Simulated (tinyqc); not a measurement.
CCSD on RHF in the 6-311g basis, for H2, spin multiplicity 1, step by step. Computed by tinyqc, a small Python program that keeps every step (integrals from PySCF). Settings: charge = 0, multiplicity = 1, basis = 6-311g, method = RHF, energy threshold = 1e-10, iteration cap = 65, orthogonalisation = symmetric, start = atomic densities, DIIS depth = 6, amplitude equations = CCSD, DIIS depth for amplitudes = 0, cap on updates = 81. Command: `OMP_NUM_THREADS=1 python tinyqc.py 31453 31454 out.jsonl` (the two numbers bound the seeds that draw the settings). One thread of a shared host (Intel(R) Xeon(R) Processor @ 2.60GHz), about 0.2 s of CPU time with the checks. The early iterations of the SCF are left out here.

## One-electron integrals

Geometry (angstrom):
```
atom         x         y         z
H     0.000000  0.000000  0.000000
H     0.000000  0.000000  0.705000
```

Basis 6-311g: exponents (1/bohr^2) and contraction coefficients of normalised primitives:
```
element  l (shell)   exponent  coefficient
H            s (1)  33.865000     0.025494
H            s (1)   5.094790     0.190373
H            s (1)   1.158790     0.852161
H            s (2)   0.325840     1.000000
H            s (3)   0.102741     1.000000
```

Overlap, kinetic and nuclear-attraction integrals over the contracted functions; the nuclear repulsion is the sum of Za Zb / Rab.

nuclear repulsion = 0.75060597 hartree

overlap S, order 1H 1s, 1H 2s, 1H 3s, 2H 1s, 2H 2s, 2H 3s:
```
[[1.000000, 0.706377, 0.373664, 0.302946, 0.446116, 0.315759],
 [0.706377, 1.000000, 0.788963, 0.446116, 0.748886, 0.686825],
 [0.373664, 0.788963, 1.000000, 0.315759, 0.686825, 0.912855],
 [0.302946, 0.446116, 0.315759, 1.000000, 0.706377, 0.373664],
 [0.446116, 0.748886, 0.686825, 0.706377, 1.000000, 0.788963],
 [0.315759, 0.686825, 0.912855, 0.373664, 0.788963, 1.000000]]
```

kinetic energy T (hartree), order 1H 1s, 1H 2s, 1H 3s, 2H 1s, 2H 2s, 2H 3s:
```
[[2.304348, 0.549119, 0.106346, 0.120542, 0.239925, 0.079771],
 [0.549119, 0.488760, 0.184881, 0.239925, 0.295464, 0.146071],
 [0.106346, 0.184881, 0.154112, 0.079771, 0.146071, 0.132130],
 [0.120542, 0.239925, 0.079771, 2.304348, 0.549119, 0.106346],
 [0.239925, 0.295464, 0.146071, 0.549119, 0.488760, 0.184881],
 [0.079771, 0.146071, 0.132130, 0.106346, 0.184881, 0.154112]]
```

nuclear attraction V (hartree), order 1H 1s, 1H 2s, 1H 3s, 2H 1s, 2H 2s, 2H 3s:
```
[[-2.859452, -1.580486, -0.786584, -0.814366, -1.035265, -0.677321],
 [-1.580486, -1.565231, -1.046262, -1.035265, -1.243484, -0.941928],
 [-0.786584, -1.046262, -0.967061, -0.677321, -0.941928, -0.906221],
 [-0.814366, -1.035265, -0.677321, -2.859452, -1.580486, -0.786584],
 [-1.035265, -1.243484, -0.941928, -1.580486, -1.565231, -1.046262],
 [-0.677321, -0.941928, -0.906221, -0.786584, -1.046262, -0.967061]]
```

core Hamiltonian H = T + V (hartree), order 1H 1s, 1H 2s, 1H 3s, 2H 1s, 2H 2s, 2H 3s:
```
[[-0.555104, -1.031366, -0.680238, -0.693823, -0.795340, -0.597550],
 [-1.031366, -1.076471, -0.861380, -0.795340, -0.948021, -0.795857],
 [-0.680238, -0.861380, -0.812949, -0.597550, -0.795857, -0.774091],
 [-0.693823, -0.795340, -0.597550, -0.555104, -1.031366, -0.680238],
 [-0.795340, -0.948021, -0.795857, -1.031366, -1.076471, -0.861380],
 [-0.597550, -0.795857, -0.774091, -0.680238, -0.861380, -0.812949]]
```

## Two-electron integrals

Functions are numbered as in S; the eight-fold symmetry (ij|kl) = (ji|kl) = (kl|ij) leaves the list below.

Two-electron integrals (ij|kl) in chemists' order, unique and non-zero (hartree):
```
(11|11) 1.393035   (21|11) 0.822971   (21|21) 0.509703   (22|11) 0.822904
(22|21) 0.543028   (22|22) 0.644106   (31|11) 0.411256   (31|21) 0.257757
(31|22) 0.279868   (31|31) 0.130794   (32|11) 0.543681   (32|21) 0.365771
(32|22) 0.452669   (32|31) 0.189803   (32|32) 0.325140   (33|11) 0.494021
(33|21) 0.340115   (33|22) 0.445993   (33|31) 0.178035   (33|32) 0.331779
(33|33) 0.361682   (41|11) 0.332203   (41|21) 0.209274   (41|22) 0.227996
(41|31) 0.106290   (41|32) 0.154567   (41|33) 0.144776   (41|41) 0.114871
(42|11) 0.364966   (42|21) 0.243070   (42|22) 0.290938   (42|31) 0.125550
(42|32) 0.204513   (42|33) 0.200906   (42|41) 0.143047   (42|42) 0.201771
(43|11) 0.231316   (43|21) 0.156217   (43|22) 0.192689   (43|31) 0.081089
(43|32) 0.137421   (43|33) 0.137912   (43|41) 0.092663   (43|42) 0.136081
(43|43) 0.093315   (44|11) 0.729800   (44|21) 0.499148   (44|22) 0.623034
(44|31) 0.259896   (44|32) 0.444102   (44|33) 0.443261   (44|41) 0.332203
(44|42) 0.505128   (44|43) 0.346293   (44|44) 1.393035   (51|11) 0.505128
(51|21) 0.314784   (51|22) 0.338612   (51|31) 0.159465   (51|32) 0.228855
(51|33) 0.213714   (51|41) 0.143047   (51|42) 0.170977   (51|43) 0.110397
(51|44) 0.364966   (51|51) 0.201771   (52|11) 0.570878   (52|21) 0.380288
(52|22) 0.460089   (52|31) 0.196632   (52|32) 0.326468   (52|33) 0.326438
(52|41) 0.183657   (52|42) 0.250231   (52|43) 0.169019   (52|44) 0.570878
(52|51) 0.250231   (52|52) 0.361234   (53|11) 0.419195   (53|21) 0.285061
(53|22) 0.361831   (53|31) 0.148505   (53|32) 0.263604   (53|33) 0.275676
(53|41) 0.139759   (53|42) 0.200803   (53|43) 0.138877   (53|44) 0.467352
(53|51) 0.189050   (53|52) 0.292082   (53|53) 0.246404   (54|11) 0.499148
(54|21) 0.339632   (54|22) 0.424267   (54|31) 0.176709   (54|32) 0.303975
(54|33) 0.306756   (54|41) 0.209274   (54|42) 0.314784   (54|43) 0.217196
(54|44) 0.822971   (54|51) 0.243070   (54|52) 0.380288   (54|53) 0.314786
(54|54) 0.509703   (55|11) 0.623034   (55|21) 0.424267   (55|22) 0.538817
(55|31) 0.221092   (55|32) 0.392004   (55|33) 0.407985   (55|41) 0.227996
(55|42) 0.338612   (55|43) 0.236101   (55|44) 0.822904   (55|51) 0.290938
(55|52) 0.460089   (55|53) 0.390630   (55|54) 0.543028   (55|55) 0.644106
(61|11) 0.346293   (61|21) 0.217196   (61|22) 0.236101   (61|31) 0.110235
(61|32) 0.160190   (61|33) 0.150343   (61|41) 0.092663   (61|42) 0.110397
(61|43) 0.071397   (61|44) 0.231316   (61|51) 0.136081   (61|52) 0.169019
(61|53) 0.127929   (61|54) 0.156217   (61|55) 0.192689   (61|61) 0.093315
(62|11) 0.467352   (62|21) 0.314786   (62|22) 0.390630   (62|31) 0.163415
(62|32) 0.280999   (62|33) 0.287469   (62|41) 0.139759   (62|42) 0.189050
(62|43) 0.127929   (62|44) 0.419195   (62|51) 0.200803   (62|52) 0.292082
(62|53) 0.238194   (62|54) 0.285061   (62|55) 0.361831   (62|61) 0.138877
(62|62) 0.246404   (63|11) 0.438498   (63|21) 0.302309   (63|22) 0.397912
(63|31) 0.158331   (63|32) 0.296758   (63|33) 0.325214   (63|41) 0.135859
(63|42) 0.194136   (63|43) 0.134762   (63|44) 0.438498   (63|51) 0.194136
(63|52) 0.304892   (63|53) 0.262197   (63|54) 0.302309   (63|55) 0.397912
(63|61) 0.134762   (63|62) 0.262197   (63|63) 0.301391   (64|11) 0.259896
(64|21) 0.176709   (64|22) 0.221092   (64|31) 0.091943   (64|32) 0.158744
(64|33) 0.160902   (64|41) 0.106290   (64|42) 0.159465   (64|43) 0.110235
(64|44) 0.411256   (64|51) 0.125550   (64|52) 0.196632   (64|53) 0.163415
(64|54) 0.257757   (64|55) 0.279868   (64|61) 0.081089   (64|62) 0.148505
(64|63) 0.158331   (64|64) 0.130794   (65|11) 0.444102   (65|21) 0.303975
(65|22) 0.392004   (65|31) 0.158744   (65|32) 0.288225   (65|33) 0.306419
(65|41) 0.154567   (65|42) 0.228855   (65|43) 0.160190   (65|44) 0.543681
(65|51) 0.204513   (65|52) 0.326468   (65|53) 0.280999   (65|54) 0.365771
(65|55) 0.452669   (65|61) 0.137421   (65|62) 0.263604   (65|63) 0.296758
(65|64) 0.189803   (65|65) 0.325140   (66|11) 0.443261   (66|21) 0.306756
(66|22) 0.407985   (66|31) 0.160902   (66|32) 0.306419   (66|33) 0.340849
(66|41) 0.144776   (66|42) 0.213714   (66|43) 0.150343   (66|44) 0.494021
(66|51) 0.200906   (66|52) 0.326438   (66|53) 0.287469   (66|54) 0.340115
(66|55) 0.445993   (66|61) 0.137912   (66|62) 0.275676   (66|63) 0.325214
(66|64) 0.178035   (66|65) 0.331779   (66|66) 0.361682
```

## Orthogonalisation

S = U s U^T; symmetric (Loewdin) form X = U s^(-1/2) U^T, so that X^T S X = 1.

eigenvalues of S: [0.029454, 0.143574, 0.176711, 0.829147, 0.871711, 3.949403]

X, order 1H 1s, 1H 2s, 1H 3s, 2H 1s, 2H 2s, 2H 3s:
```
[[1.377409, -0.748093, 0.217637, -0.043258, 0.006873, -0.037472],
 [-0.748093, 2.450275, -1.185878, 0.006873, -0.725705, 0.439440],
 [0.217637, -1.185878, 2.930907, -0.037472, 0.439440, -1.776233],
 [-0.043258, 0.006873, -0.037472, 1.377409, -0.748093, 0.217637],
 [0.006873, -0.725705, 0.439440, -0.748093, 2.450275, -1.185878],
 [-0.037472, 0.439440, -1.776233, 0.217637, -1.185878, 2.930907]]
```

## Iteration 6 (converged): orbitals

converged F (hartree), order 1H 1s, 1H 2s, 1H 3s, 2H 1s, 2H 2s, 2H 3s:
```
[[0.550792, -0.473825, -0.482800, -0.544811, -0.543180, -0.461914],
 [-0.473825, -0.387145, -0.393515, -0.543180, -0.497742, -0.412087],
 [-0.482800, -0.393515, -0.254944, -0.461914, -0.412087, -0.271130],
 [-0.544811, -0.543180, -0.461914, 0.550792, -0.473825, -0.482800],
 [-0.543180, -0.497742, -0.412087, -0.473825, -0.387145, -0.393515],
 [-0.461914, -0.412087, -0.271130, -0.482800, -0.393515, -0.254944]]
```

Diagonalise F' = X^T F X, C = X C', fill 1 alpha and 1 beta electrons from the bottom; D = 2 C_occ C_occ^T. Each column has its largest component positive (the first on a tie).

F' = X^T F X (hartree):
```
[[1.692059, -1.168122, 0.013415, -0.412214, -0.163683, -0.150571],
 [-1.168122, 0.957176, -0.379636, -0.163683, -0.250027, -0.024786],
 [0.013415, -0.379636, 0.202584, -0.150571, -0.024786, -0.127659],
 [-0.412214, -0.163683, -0.150571, 1.692059, -1.168122, 0.013415],
 [-0.163683, -0.250027, -0.024786, -1.168122, 0.957176, -0.379636],
 [-0.150571, -0.024786, -0.127659, 0.013415, -0.379636, 0.202584]]
```

orbital energies (hartree): [-0.606894, 0.174022, 0.303334, 0.667304, 2.365480, 2.800393]

coefficients C, order 1H 1s, 1H 2s, 1H 3s, 2H 1s, 2H 2s, 2H 3s:
```
[[0.197133, 0.077781, -0.050909, -0.086400, -1.067454, -1.145932],
 [0.292472, -0.056642, -0.696715, -1.817519, 1.212191, 1.828293],
 [0.121951, 2.403527, 0.842357, 2.270057, -0.486840, -1.225502],
 [0.197133, -0.077781, -0.050909, 0.086400, -1.067454, 1.145932],
 [0.292472, 0.056642, -0.696715, 1.817519, 1.212191, -1.828293],
 [0.121951, -2.403527, 0.842357, -2.270057, -0.486840, 1.225502]]
```

D after iteration 6, order 1H 1s, 1H 2s, 1H 3s, 2H 1s, 2H 2s, 2H 3s:
```
[[0.077723, 0.115312, 0.048081, 0.077723, 0.115312, 0.048081],
 [0.115312, 0.171079, 0.071334, 0.115312, 0.171079, 0.071334],
 [0.048081, 0.071334, 0.029744, 0.048081, 0.071334, 0.029744],
 [0.077723, 0.115312, 0.048081, 0.077723, 0.115312, 0.048081],
 [0.115312, 0.171079, 0.071334, 0.115312, 0.171079, 0.071334],
 [0.048081, 0.071334, 0.029744, 0.048081, 0.071334, 0.029744]]
```

## Convergence

Stop when the energy changes by less than 1e-10 hartree and every element of the error matrix X^T (F D S - S D F) X is below 3e-06.

Course of the cycle:
```
iteration  E (hartree)     change  largest element of the error matrix
1          -0.81880460          -                             1.20e-01
2          -1.12656525  -3.08e-01                             1.48e-02
3          -1.12748388  -9.19e-04                             2.20e-03
4          -1.12750301  -1.91e-05                             2.99e-04
5          -1.12750329  -2.80e-07                             4.95e-07
6          -1.12750329  -1.09e-12                             1.09e-09
```

PySCF RHF in the same basis = -1.12750329 hartree

Converged in 6 iterations.

## Integrals over molecular orbitals

(pq|rs) = sum C_ip C_jq C_kr C_ls (ij|kl), one index at a time.

one-electron integrals over orbitals h = C^T H C (hartree):
```
[[-1.271216, 0.000000, 0.136782, 0.000000, 0.106054, 0.000000],
 [0.000000, -0.470107, 0.000000, 0.206541, 0.000000, 0.019316],
 [0.136782, 0.000000, -0.373681, 0.000000, -0.180180, 0.000000],
 [0.000000, 0.206541, 0.000000, -0.249074, 0.000000, -0.234352],
 [0.106054, 0.000000, -0.180180, 0.000000, 1.162489, 0.000000],
 [0.000000, 0.019316, 0.000000, -0.234352, 0.000000, 1.489624]]
```

Two-electron integrals over orbitals (pq|rs), unique and non-zero (hartree):
```
(11|11) 0.664322    (21|21) 0.041356    (22|11) 0.342742    (22|22) 0.295063
(31|11) -0.136782   (31|22) -0.022330   (31|31) 0.054589    (32|21) 0.023816
(32|32) 0.041983    (33|11) 0.365802    (33|22) 0.272460    (33|31) -0.034599
(33|33) 0.282040    (41|21) -0.059525   (41|32) -0.011572   (41|41) 0.105358
(42|11) -0.133033   (42|22) -0.041558   (42|31) 0.036336    (42|33) -0.044086
(42|42) 0.050453    (43|21) 0.025762    (43|32) 0.017444    (43|41) -0.037833
(43|43) 0.022777    (44|11) 0.510868    (44|22) 0.324121    (44|31) -0.081076
(44|33) 0.315462    (44|42) -0.101448   (44|44) 0.444098    (51|11) -0.106054
(51|22) -0.008204   (51|31) 0.054653    (51|33) -0.024612   (51|42) 0.022638
(51|44) -0.055735   (51|51) 0.095964    (52|21) 0.001987    (52|32) 0.001667
(52|41) 0.000377    (52|43) -0.005766   (52|52) 0.009356    (53|11) 0.117417
(53|22) 0.029006    (53|31) -0.040976   (53|33) 0.036146    (53|42) -0.032710
(53|44) 0.074070    (53|51) -0.048282   (53|53) 0.038445    (54|21) -0.002501
(54|32) -0.020791   (54|41) -0.014643   (54|43) 0.004855    (54|52) -0.013796
(54|54) 0.036764    (55|11) 0.649478    (55|22) 0.332095    (55|31) -0.136330
(55|33) 0.359865    (55|42) -0.125626   (55|44) 0.494238    (55|51) -0.134033
(55|53) 0.126648    (55|55) 0.672598    (61|21) -0.028414   (61|32) 0.012190
(61|41) 0.069592    (61|43) -0.030162   (61|52) 0.020395    (61|54) -0.051307
(61|61) 0.102729    (62|11) -0.023865   (62|22) 0.011760    (62|31) 0.019364
(62|33) 0.000702    (62|42) 0.001141    (62|44) -0.006019   (62|51) 0.032788
(62|53) -0.012905   (62|55) -0.034171   (62|62) 0.018185    (63|21) 0.027413
(63|32) 0.001791    (63|41) -0.051632   (63|43) 0.018878    (63|52) -0.004925
(63|54) 0.019824    (63|61) -0.051244   (63|63) 0.033068    (64|11) 0.151972
(64|22) 0.021131    (64|31) -0.061730   (64|33) 0.041658    (64|42) -0.039888
(64|44) 0.091073    (64|51) -0.080248   (64|53) 0.051231    (64|55) 0.168639
(64|62) -0.031610   (64|64) 0.089292    (65|21) 0.071867    (65|32) 0.012598
(65|41) -0.130679   (65|43) 0.054691    (65|52) -0.018766   (65|54) 0.053193
(65|61) -0.137912   (65|63) 0.084655    (65|65) 0.233810    (66|11) 0.706749
(66|22) 0.351580    (66|31) -0.161720   (66|33) 0.373253    (66|42) -0.146188
(66|44) 0.544850    (66|51) -0.182198   (66|53) 0.151825    (66|55) 0.743124
(66|62) -0.048223   (66|64) 0.212626    (66|66) 0.857532
```

## CCSD: starting amplitudes

t_ij^ab = <ij||ab> / (e_i + e_j - e_a - e_b), whose energy is MP2.

Starting amplitudes (spin orbitals 1a, 1b, ...; amplitudes related by a flip of all spins are not repeated):
```
from      to          t
1a 1b  4a 4b  -0.041343
1a 1b  3a 3b  -0.029986
1a 1b  2a 4b   0.028964
1a 1b  2a 2b  -0.026479
1a 1b  5a 5b  -0.016143
1a 1b  6a 6b  -0.015075
1a 1b  4a 6b  -0.014865
1a 1b  3a 5b  -0.014076
1a 1b  2a 6b   0.006784
```

correlation energy = -0.01762692 hartree

## CCSD: amplitude update 1

t_i^a D_i^a and t_ij^ab D_ij^ab are set to the remaining terms of the spin-orbital equations, evaluated with the old amplitudes; for the doubles these are <ij||ab> + 1/2 <ab||ef> t_ij^ef + 1/2 <mn||ij> t_mn^ab + P(ij)P(ab) <mb||ej> t_im^ae + terms in t^2 + terms with t1, D the orbital-energy denominators.

Amplitudes after update 1 (spin orbitals 1a, 1b, ...; amplitudes related by a flip of all spins are not repeated):
```
from      to          t
1a 1b  4a 4b  -0.055049
1a 1b  2a 4b   0.040547
1a 1b  3a 3b  -0.037156
1a 1b  2a 2b  -0.035679
1a 1b  4a 6b  -0.018436
1a 1b  5a 5b  -0.017724
1a 1b  3a 5b  -0.017449
1a 1b  6a 6b  -0.015576
1a 1b  2a 6b   0.009481
1a        5a  -0.002777
1a        3a  -0.000821
```

correlation energy = -0.02244281 hartree

## CCSD: amplitude update 2

As before.

Amplitudes after update 2 (spin orbitals 1a, 1b, ...; amplitudes related by a flip of all spins are not repeated):
```
from      to          t
1a 1b  4a 4b  -0.059775
1a 1b  2a 4b   0.044966
1a 1b  2a 2b  -0.039262
1a 1b  3a 3b  -0.038888
1a 1b  4a 6b  -0.019504
1a 1b  3a 5b  -0.018264
1a 1b  5a 5b  -0.017798
1a 1b  6a 6b  -0.015285
1a 1b  2a 6b   0.010668
1a        5a  -0.003733
1a        3a  -0.001162
```

correlation energy = -0.02399112 hartree

## CCSD: amplitude update 3

As before.

Amplitudes after update 3 (spin orbitals 1a, 1b, ...; amplitudes related by a flip of all spins are not repeated):
```
from      to          t
1a 1b  4a 4b  -0.061429
1a 1b  2a 4b   0.046653
1a 1b  2a 2b  -0.040695
1a 1b  3a 3b  -0.039282
1a 1b  4a 6b  -0.019851
1a 1b  3a 5b  -0.018448
1a 1b  5a 5b  -0.017758
1a 1b  6a 6b  -0.015132
1a 1b  2a 6b   0.011160
1a        5a  -0.004015
1a        3a  -0.001332
```

correlation energy = -0.02452351 hartree

## CCSD: convergence

E_corr = 1/4 sum <ij||ab> t_ij^ab + 1/2 sum <ij||ab> t_i^a t_j^b; stop when the norm of the change is below 1e-8.

Course of the amplitude iterations:
```
update  correlation energy (hartree)  norm of the change
0                        -0.01762692                   -
1                        -0.02244281            5.15e-02
2                        -0.02399112            1.84e-02
3                        -0.02452351            6.78e-03
4                        -0.02471252            2.56e-03
5                        -0.02478098            9.74e-04
6                        -0.02480614            3.75e-04
7                        -0.02481549            1.45e-04
8                        -0.02481900            5.63e-05
9                        -0.02482033            2.20e-05
10                       -0.02482083            8.60e-06
11                       -0.02482103            3.38e-06
12                       -0.02482110            1.33e-06
13                       -0.02482113            5.25e-07
14                       -0.02482114            2.08e-07
15                       -0.02482115            8.23e-08
16                       -0.02482115            3.27e-08
17                       -0.02482115            1.30e-08
18                       -0.02482115            5.21e-09
```

Converged amplitudes (spin orbitals 1a, 1b, ...; amplitudes related by a flip of all spins are not repeated):
```
from      to          t
1a 1b  4a 4b  -0.062349
1a 1b  2a 4b   0.047704
1a 1b  2a 2b  -0.041643
1a 1b  3a 3b  -0.039333
1a 1b  4a 6b  -0.020035
1a 1b  3a 5b  -0.018480
1a 1b  5a 5b  -0.017716
1a 1b  6a 6b  -0.015040
1a 1b  2a 6b   0.011482
1a        5a  -0.004139
1a        3a  -0.001518
```

CCSD total energy = -1.15232444 hartree

T1 diagnostic, norm of the one-spin t1 over sqrt(correlated electrons) = 0.003117

Converged in 18 updates.
